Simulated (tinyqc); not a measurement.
Hubbard chain of 2 sites, step by step. One step of it, computed by the program tinyqc.

Question. Mean-field iteration 1. H(up) = T + U n(down), H(down) = T + U n(up); fill the lowest levels; n(new) = n + mixing (n(out) - n); E = tr T (rho up + rho down) + U sum n_up n_down of the output.

one-body matrix (hopping and site energies) (eV):
```
,1,2
1,0.000000,-1.450000
2,-1.450000,0.000000
```

U = 4.300000 eV

electrons, up and down: 1  1

mixing = 0.200000

n(up) at the start (a guess, not normalised): 1 0.550000, 2 0.450000

n(down) at the start (a guess): 1 0.450000, 2 0.550000

Give: levels, up; levels, down; energy; n(up) after iteration 1; n(down) after iteration 1.

Answer.

levels, up (eV): 0.684  3.616

levels, down (eV): 0.684  3.616

energy = -0.765 eV

n(up) after iteration 1: 1 0.555, 2 0.445

n(down) after iteration 1: 1 0.445, 2 0.555
